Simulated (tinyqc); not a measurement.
Phase shift across the band: Koster-Slater impurity in a tight-binding band, by Green functions and by supercells. Computed by tinyqc, a small Python program. Command: `OMP_NUM_THREADS=1 python tinyqc.py 3019221 3019222 out.jsonl kosterslater walk`. One thread of a shared host (Intel(R) Xeon(R) Processor @ 2.30GHz), about 0.02 s of CPU time with the checks.

One orbital per site, e(k) = -2 t sum cos(k_i) over 1 direction(s), band from -2 t to 2 t, lattice constant 1. One site has the extra energy U. Spin is left out.

Inputs (values chosen for the exercise, for a model band): hopping t = 0.87 eV; impurity potential U = -0.992 eV; broadening eta = 0.07 eV.

Lattice: chain.

Method:
- Outside the band G0(E) = sign(E)/sqrt(E^2 - 4 t^2).
- A bound state solves 1/U = G0(E).
- Bisection in ln(distance from the edge) between 1e-5 t and |U| + t. Weight on the impurity site: -1/(U^2 dG0/dE), by a central difference with step min(1e-4 t, distance/30). Decay length along an axis: 1/arccosh(1 + distance/(2 t)).
- Inside the band G0(z), z = E + i eta, comes from the chain form 1/(sqrt(y - 2t) sqrt(y + 2t)) (principal roots) at y = z.
- delta/pi = -arg(1 - U G0)/pi counts the states added below E (Friedel); host DOS = -Im G0/pi, DOS on the impurity = -Im[G0/(1 - U G0)]/pi; 13 evenly spaced energies from -(band edge + |U| + 2t) to +(band edge + |U| + 2t).

distance from the band edge = 0.262914 eV

level E_b = -2.00291 eV

Across the spectrum:
```
E (eV)   Re G0 (1/eV)  host DOS (1/eV)  DOS on the impurity (1/eV)  delta/pi
-4.4720      -0.24265          0.00142                     0.00247   0.00186
-3.7267      -0.30325          0.00232                     0.00474   0.00329
-2.9813      -0.41246          0.00467                     0.01338   0.00784
-2.2360      -0.70633          0.01778                     0.19185   0.05826
-1.4907      -0.13739          0.34520                     0.18137   0.28467
-0.7453      -0.01337          0.20212                     0.14749   0.18085
0.0000        0.00000          0.18279                     0.13801   0.16482
0.7453        0.01337          0.20212                     0.14199   0.17704
1.4907        0.13739          0.34520                     0.14098   0.24130
2.2360        0.70633          0.01778                     0.00614   0.01037
2.9813        0.41246          0.00467                     0.00235   0.00329
3.7267        0.30325          0.00232                     0.00137   0.00177
4.4720        0.24265          0.00142                     0.00093   0.00114
```

delta/pi starts and ends near zero (+0.002 and +0.001): the impurity moves states but creates none. delta/pi rises at the bound state below the band (-2.003 eV), reaches 0.28 among these rows (1 in the limit of small eta, just above the level) and is paid back by the top of the band (on a chain half a state is lost at each edge, and in between delta = atan(|U|/sqrt(4 t^2 - E^2))).

Extremes, crossings and ranges named in words are read from the listed rows.
